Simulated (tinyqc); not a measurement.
Sp3 tight binding, zinc-blende lattice, step by step. One step of it, computed by the program tinyqc.

Question. Bloch Hamiltonian at L. Slater-Koster rules over the four bonds with direction cosines (l, m, n): ss V_ss; s-px l V_sp; px-s -l V_sp; px-px l^2 V_pps + (1 - l^2) V_ppp; px-py l m (V_pps - V_ppp); each times exp(i k.d).

Parameters chosen for this model: zinc-blende lattice, anion at 0, cation at a/4 (1,1,1); V = eta hbar^2 / (m d^2), hbar^2/m = 7.619964 eV angstrom^2:
```
parameter          value      unit
a               4.710000  angstrom
d               2.039490  angstrom
Es anion      -15.530000        eV
Ep anion       -7.370000        eV
Es cation     -15.530000        eV
Ep cation      -7.370000        eV
eta ss         -1.210000
eta sp          1.360000
eta pp sigma    2.570000
eta pp pi      -0.570000
V ss           -2.216640        eV
V sp            2.491430        eV
V pp sigma      4.708070        eV
V pp pi        -1.044202        eV
```

k point L (2 pi / a): 0.500000  0.500000  0.500000

Give: H(k) at L.

Answer.

H(k) at L (eV):
```
                  a s             a px             a py             a pz
a s          -15.5300           0.0000           0.0000           0.0000
a px           0.0000          -7.3700           0.0000           0.0000
a py           0.0000           0.0000          -7.3700           0.0000
a pz           0.0000           0.0000           0.0000          -7.3700
c s   -3.1348-3.1348i   2.0342+2.0342i   2.0342+2.0342i   2.0342+2.0342i
c px  -2.0342-2.0342i   1.2349+1.2349i  -2.7116-2.7116i  -2.7116-2.7116i
c py  -2.0342-2.0342i  -2.7116-2.7116i   1.2349+1.2349i  -2.7116-2.7116i
c pz  -2.0342-2.0342i  -2.7116-2.7116i  -2.7116-2.7116i   1.2349+1.2349i

                  c s             c px             c py             c pz
a s   -3.1348+3.1348i  -2.0342+2.0342i  -2.0342+2.0342i  -2.0342+2.0342i
a px   2.0342-2.0342i   1.2349-1.2349i  -2.7116+2.7116i  -2.7116+2.7116i
a py   2.0342-2.0342i  -2.7116+2.7116i   1.2349-1.2349i  -2.7116+2.7116i
a pz   2.0342-2.0342i  -2.7116+2.7116i  -2.7116+2.7116i   1.2349-1.2349i
c s          -15.5300           0.0000           0.0000           0.0000
c px           0.0000          -7.3700           0.0000           0.0000
c py           0.0000           0.0000          -7.3700           0.0000
c pz           0.0000           0.0000           0.0000          -7.3700
```
